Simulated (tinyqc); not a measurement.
# Threshold-voltage variability of a planar MOSFET, analytic estimates: what changes with what

Three independent sources add in quadrature: random dopants in the depleted layer, metal-gate grains of two orientations, and roughness of the two gate edges acting through the roll-off VT = VT(long) - Vr exp(-L/l). These are first-order estimates: no three-dimensional electrostatics, no percolation.

Parameters, values chosen for the exercise; material values close to those of silicon:
- T = 300 K (temperature)
- Eg = 1.13 eV (band gap)
- eps_r = 11.5 (relative permittivity of the semiconductor)
- Nc = 2.85e19 cm^-3 (conduction-band density of states at T)
- Nv = 2.66e19 cm^-3 (valence-band density of states at T)
- Na = 9.1e17 cm^-3 (channel doping)
- ti = 2.3 nm (oxide-equivalent thickness in inversion)
- L = 25 nm (gate length)
- W = 44 nm (gate width)
- G = 5 nm (metal grain size)
- dW = 0.2 eV (work-function difference of the two grain orientations)
- p = 0.6 (share of the orientation of higher work function)
- De = 0.8 nm (rms roughness of one gate edge)
- La = 10 nm (correlation length of the roughness)
- l = 5.4 nm (decay length of the threshold roll-off)
- Vr = 2.9 V (prefactor of the roll-off)

Constants: q = 1.602176634e-19 C, kB = 1.380649e-23 J/K, Vt = kB T/q, eps0 = 8.8541878128e-14 F/cm where lengths are in cm. Results are converted to the units shown.

Each table varies one quantity; the others keep the values above.

## Scaling length and width together

ni = sqrt(Nc Nv) exp(-Eg/(2 Vt)), Eg in volts; Cox = 3.9 eps0/ti; Wd = sqrt(4 eps0 eps_r Vt ln(Na/ni)/(q Na)); dopants: s1 = (q/Cox) sqrt(Na Wd/(3 L W)). Grains: Ng = L W/G^2 (at least 1), s2 = dW sqrt(p (1 - p)/Ng). Edges, with exponential correlation and u = W/La: the mean gate length has sL^2 = 2 De^2 (2/u)[1 - (1 - exp(-u))/u]; s3 = sL (Vr/l) exp(-L/l). s = sqrt(s1^2 + s2^2 + s3^2). l and Vr are held fixed. W = 1.76 L in every row; l is held fixed.

Scaling length and width together:
```
L (nm)  s1 (mV)  s2 (mV)   s3 (mV)  s (mV)  s sqrt(L W) (mV um)
16        52.90    23.08     21.59   61.62                1.308
20        42.32    18.46     9.601   47.16                1.251
24        35.27    15.39     4.299   38.72                1.233
30        28.21    12.31     1.302   30.81                1.226
37        22.88    9.980    0.3276   24.96                1.225
45        18.81    8.206   0.06860   20.52                1.225
55        15.39    6.714  0.009866   16.79                1.225
```

Read the table: what changes, and by how much?

As L goes from 16 to 55 nm, s falls from 61.6 to 16.8 mV. The dopants are the largest source in the first and the last row. The product s sqrt(L W) falls from 1.31 to 1.23 mV um: s1 and s2 go as 1/sqrt(L W), so the change comes from s3 alone. For L = 16 to 30 nm the depletion depth exceeds L, so source and drain share much of the charge and s1 is rough.

## Effect of the metal grain size

Same model as above.

l and Vr are held fixed.

The same in every row: s1 (mV) = 33.86; s3 (mV) = 3.520.

Result of one run:
```
G (nm)  s2 (mV)  s (mV)  s sqrt(L W) (mV um)
5         14.77   37.10                1.231
```

What becomes of these results when the metal grain size G is changed from 5 to 10 nm, all else the same?

Result of the changed run:
```
G (nm)  s2 (mV)  s (mV)  s sqrt(L W) (mV um)
10        29.54   45.07                1.495
```

The whole series:
```
G (nm)  s2 (mV)  s (mV)  s sqrt(L W) (mV um)
2         5.908   34.55                1.146
3         8.863   35.17                1.167
5         14.77   37.10                1.231
7         20.68   39.83                1.321
10        29.54   45.07                1.495
14        41.36   53.56                1.777
20        59.08   68.19                2.262
```

As G goes from 2 to 20 nm, s rises from 34.5 to 68.2 mV. The largest source is the dopants in the first row and the grains in the last. At G = 20 nm the gate holds under four grains, so the work function takes a few discrete values. In every row the depletion depth exceeds L, so source and drain share much of the charge and s1 is rough.

## Effect of the correlation length of the roughness

Same model as above.

l and Vr are held fixed.

The same in every row: s1 (mV) = 33.855; s2 (mV) = 14.771.

Effect of the correlation length of the roughness:
```
La (nm)  s3 (mV)  s (mV)  s sqrt(L W) (mV um)
2         1.7466  36.978               1.2264
5         2.6612  37.033               1.2282
10        3.5202  37.104               1.2306
20        4.3636  37.194               1.2336
40        5.0152  37.276               1.2363
80        5.4319  37.334               1.2382
160       5.6693  37.370               1.2394
```

As La goes from 2 to 160 nm, s rises from 37.0 to 37.4 mV. The dopants are the largest source in the first and the last row. The edge term s3 rises from 1.75 to 5.67 mV: a longer correlation averages out less along the width. In every row the depletion depth exceeds L, so source and drain share much of the charge and s1 is rough.

tinyqc, about 0.01 s, one thread, Intel Xeon 2.30GHz (shared host): `OMP_NUM_THREADS=1 python tinyqc.py 2090045 2090046 out.jsonl`
